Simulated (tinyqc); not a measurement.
# Abrupt p-n junction, non-linear Poisson equation by Newton steps, step by step

Program tinyqc, `OMP_NUM_THREADS=1 python tinyqc.py 2000079 2000080 out.jsonl`; Intel Xeon 2.30GHz, shared host, one thread, about 0.01 s. Printed values are rounded; ~0 in a residual or rate marks an entry under 1e-11 of the largest of its column.

One dimension, p side on the left, n side on the right; net doping C = -Na for x < 0 and +Nd for x > 0. The potential psi is counted from the intrinsic level, and the quasi-Fermi potentials are flat: 0 for holes and -V for electrons, so n = ni exp((psi + V)/Vt) and p = ni exp(-psi/Vt) (Boltzmann statistics, full ionisation, no current).

Values chosen for this exercise; band and dielectric values those of a made-up semiconductor:
```
symbol,value,unit,meaning
T,450,K,temperature
Eg,1.48,eV,band gap
eps_r,15.4,,relative permittivity
Nc,9.72e17,cm^-3,conduction-band density of states at T
Nv,1.83e19,cm^-3,valence-band density of states at T
Na,3.8e17,cm^-3,acceptor density of the p side
Nd,1.7e16,cm^-3,donor density of the n side
V,0,V,bias of the p side against the n side
```

Constants: q = 1.602176634e-19 C, kB = 1.380649e-23 J/K, Vt = kB T/q, eps0 = 8.8541878128e-14 F/cm where lengths are in cm. Results are converted to the units shown.

## Intrinsic density, end potentials and Debye lengths

ni = sqrt(Nc Nv) exp(-Eg/(2 Vt)), Eg in volts; psi_p = -Vt ln(Na/ni), psi_n = Vt ln(Nd/ni) - V; Debye length sqrt(eps0 eps_r Vt/(q N)).

ni = 2.174821e10 cm^-3
psi_p = -0.6466678 V
psi_n = 0.5261861 V
Debye length, p side = 9.319239 nm
Debye length, n side = 44.06033 nm

## Net doping on the mesh

x, node 0 to 16 (nm): -87.7  -71.7  -57.2  -44.2  -32.5  -21.9  -12.4  -3.85  3.85  16  35.4  66  114  191  313  506  811

C = -Na for x < 0 and +Nd for x > 0, taken at the nodes.

net doping C, node 0 to 16 (cm^-3): -3.8e17  -3.8e17  -3.8e17  -3.8e17  -3.8e17  -3.8e17  -3.8e17  -3.8e17  1.7e16  1.7e16  1.7e16  1.7e16  1.7e16  1.7e16  1.7e16  1.7e16  1.7e16

## Couplings between neighbouring nodes

a_i = eps0 eps_r/h_i for the interval from node i to i + 1, with h_i = x_(i+1) - x_i in cm.

coupling a_i, interval 0 to 15 (F/cm^2): 8.522156e-7  9.403758e-7  1.048881e-6  1.165423e-6  1.286363e-6  1.435310e-6  1.594789e-6  1.770838e-6  1.122259e-6  7.028582e-7  4.456029e-7  2.840719e-7  1.770838e-7  1.117660e-7  7.065000e-8  4.470639e-8

## Starting potential

psi_p = -Vt ln(Na/ni) on nodes with x < 0 and psi_n = Vt ln(Nd/ni) - V on the others.

psi at the start, node 0 to 16 (V): -0.6466678  -0.6466678  -0.6466678  -0.6466678  -0.6466678  -0.6466678  -0.6466678  -0.6466678  0.5261861  0.5261861  0.5261861  0.5261861  0.5261861  0.5261861  0.5261861  0.5261861  0.5261861

## Iteration 1: densities, residual and Jacobian diagonal

n_i = ni exp((psi_i + V)/Vt), p_i = ni exp(-psi_i/Vt), rho_i = p_i - n_i + C_i, g_i = (n_i + p_i)/Vt. Box widths w_i = (h_(i-1) + h_i)/2 in cm. Residual F_i = a_i (psi_(i+1) - psi_i) - a_(i-1) (psi_i - psi_(i-1)) + q rho_i w_i; Jacobian: a_(i-1) and a_i beside the diagonal, b_i = -a_(i-1) - a_i - q g_i w_i on it. The two end nodes are fixed.

```
node  n (cm^-3)  p (cm^-3)
0      1244.696     3.8e17
1      1244.696     3.8e17
2      1244.696     3.8e17
3      1244.696     3.8e17
4      1244.696     3.8e17
5      1244.696     3.8e17
6      1244.696     3.8e17
7      1244.696     3.8e17
8        1.7e16   27822.62
9        1.7e16   27822.62
10       1.7e16   27822.62
11       1.7e16   27822.62
12       1.7e16   27822.62
13       1.7e16   27822.62
14       1.7e16   27822.62
15       1.7e16   27822.62
16       1.7e16   27822.62
```

```
node  residual F (C/cm^2)  diagonal b (F/cm^2)
1                      ~0         -4.186891e-6
2                      ~0         -4.148051e-6
3                      ~0         -4.153294e-6
4                      ~0         -4.202372e-6
5                      ~0         -4.299556e-6
6                      ~0         -4.447054e-6
7             2.076934e-6         -4.641278e-6
8            -2.076934e-6         -2.962808e-6
9                      ~0         -1.935918e-6
10                     ~0         -1.324057e-6
11                     ~0         -1.005711e-6
12                     ~0         -9.001449e-7
13                     ~0         -9.877207e-7
14                     ~0         -1.288669e-6
15                     ~0         -1.864290e-6
```

## Iteration 1: Newton step

Solve the tridiagonal system a_(i-1) d_(i-1) + b_i d_i + a_i d_(i+1) = -F_i for nodes 1 to 15, with d = 0 on fixed nodes. Each component d is damped to sign(d) Vt ln(1 + |d|/Vt) before it is added.

Newton step d, before damping, node 1 to 15 (V): 0.0001230  0.0005474  0.0020547  0.0068298  0.0204506  0.0551398  0.1353513  -0.8677628  -0.6538296  -0.4153126  -0.2027546  -0.0663497  -0.0120137  -0.0010441  -0.0000396
psi after iteration 1, node 0 to 16 (V): -0.6466678  -0.6465450  -0.6461242  -0.6446656  -0.6403769  -0.6302433  -0.6123660  -0.5884253  0.4039663  0.4144043  0.4307751  0.4552553  0.4875120  0.5157208  0.5251558  0.5261466  0.5261861

## Iteration 2: densities, residual and Jacobian diagonal

As before.

```
node    n (cm^-3)    p (cm^-3)
0        1244.696       3.8e17
1        1248.643  3.787989e17
2        1262.267  3.747102e17
3        1310.648  3.608783e17
4        1463.920  3.230945e17
5        1901.119  2.487927e17
6        3014.574  1.568993e17
7        5589.202  8.462468e16
8     7.271884e14   6.504290e5
9     9.518030e14   4.969353e5
10    1.451750e15   3.258030e5
11    2.729346e15   1.732959e5
12    6.270719e15     75427.47
13    1.297902e16     36442.23
14    1.655427e16     28571.75
15    1.698267e16     27851.01
16         1.7e16     27822.62
```

```
node  residual F (C/cm^2)  diagonal b (F/cm^2)
1           -2.320687e-12         -4.179323e-6
2           -3.127373e-11         -4.117999e-6
3           -3.152759e-10         -4.055723e-6
4            -2.128321e-9         -3.940220e-6
5            -8.502942e-9         -3.754741e-6
6            -1.973867e-8         -3.615150e-6
7             1.680733e-6         -3.649710e-6
8            -1.743063e-6         -2.896079e-6
9             3.848308e-9         -1.831321e-6
10            5.629894e-9         -1.163456e-6
11            7.240335e-9         -7.739924e-7
12            6.575983e-9         -6.230838e-7
13            2.469310e-9         -8.224180e-7
14           1.402437e-10         -1.259664e-6
15           9.027532e-13         -1.862507e-6
```

## Iteration 2: Newton step

As before.

Newton step d, before damping, node 1 to 15 (V): 0.0000024  0.0000131  0.0000792  0.0005342  0.0032192  0.0138666  0.0409133  -0.8772831  -0.7752834  -0.6247377  -0.4209370  -0.1924069  -0.0388814  -0.0033456  -0.0001264
psi after iteration 2, node 0 to 16 (V): -0.6466678  -0.6465426  -0.6461110  -0.6445865  -0.6398464  -0.6271508  -0.6005112  -0.5604933  0.2813414  0.2963570  0.3206572  0.3593669  0.4182791  0.4887903  0.5219468  0.5260204  0.5261861

## Course of the Newton iteration

Stop when the largest undamped |d| is below 1e-9 V, or after 80 iterations.

Course of the iteration:
```
iteration  largest |F| (C/cm^2)  largest |d| (V)  at node
1                       2.08e-6            0.868        8
2                       1.74e-6            0.877        8
3                       1.47e-6            0.806        8
4                       1.28e-6            0.696        8
5                       1.09e-6            0.585        8
6                       9.04e-7            0.478        8
7                       7.22e-7            0.378        8
8                       5.54e-7            0.286        8
9                       4.02e-7            0.203        8
10                      2.68e-7            0.131        8
11                      1.57e-7           0.0721        8
12                      7.15e-8           0.0295        8
13                      1.92e-8          6.83e-3        8
14                      1.53e-9          4.83e-4        8
15                     8.65e-12          2.66e-6        8
16                     2.67e-16         8.19e-11        8
```

Converged in 16 iterations. Once the step is below 0.1 Vt, 2 more iteration(s) reach the threshold: near the solution the error is roughly squared each time.

## Converged densities, field and charge

converged psi, node 0 to 16 (V): -0.6466678  -0.6465984  -0.6463593  -0.6455124  -0.6428564  -0.6355102  -0.6182672  -0.5848587  -0.5325114  -0.4551558  -0.3387336  -0.1705010  0.0557083  0.3224558  0.5038840  0.5253322  0.5261861

n and p as above; field E_i = -(psi_(i+1) - psi_i)/h_i on each interval; charge on either side of the peak Q = eps0 eps_r |E|max (Gauss).

```
node    n (cm^-3)    p (cm^-3)
0        1244.696       3.8e17
1        1246.923  3.793213e17
2        1254.637  3.769890e17
3        1282.338  3.688455e17
4        1373.245  3.444282e17
5        1659.674  2.849863e17
6        2589.020  1.826886e17
7        6127.650  7.718856e16
8        23635.12  2.001194e16
9      1.737411e5  2.722353e15
10     3.497636e6  1.352298e14
11     2.678532e8  1.765835e12
12    9.148060e10   5.170325e9
13    8.887286e13   5.322035e6
14    9.564802e15     49450.52
15    1.662974e16     28442.09
16         1.7e16     27822.62
```

field E, interval 0 to 15 (kV/cm): -0.04333  -0.16494  -0.65141  -2.27008  -6.93046  -18.15047  -39.07425  -67.98349  -63.66717  -60.01148  -54.97797  -47.12693  -34.64253  -14.87117  -1.11131  -0.02800
peak |E| = 67.98349 kV/cm
charge Q = 92.69854 nC/cm^2

## Check against the exact first integral and the depletion approximation

ni = sqrt(Nc Nv) exp(-Eg/(2 Vt)), Eg in volts. Exact first integral for an abrupt junction with thick neutral sides: psi_p = -Vt ln(Na/ni), psi_n = Vt ln(Nd/ni) - V, psi_j = (Nd psi_n + Na psi_p - Vt (Nd - Na))/(Na + Nd) at the junction, n_j = ni exp((psi_j + V)/Vt), p_j = ni exp(-psi_j/Vt), and E_j^2 = (2 q/(eps0 eps_r)) [Nd (psi_n - psi_j - Vt) + Vt (n_j + p_j)] (minority densities of the neutral sides neglected). Depletion approximation: Vbi = Vt ln(Na Nd/ni^2), W = sqrt(2 eps0 eps_r (Vbi - V)(1/Na + 1/Nd)/q), xp = W Nd/(Na + Nd), xn = W Na/(Na + Nd), peak field 2 (Vbi - V)/W, capacitance eps0 eps_r/W.

psi_j = -0.5609878 V
exact field at the junction = 67.59027 kV/cm
Vbi = 1.172854 V
W = 350.2640 nm
peak field in the depletion approximation = 66.96971 kV/cm

The depletion approximation gives a peak field 0.92 % below the exact one, since carriers spilling over from the heavily doped side add charge next to the junction. The 17-node mesh above gave 67.98 kV/cm on the interval that holds the junction, 0.58 % above the exact value.
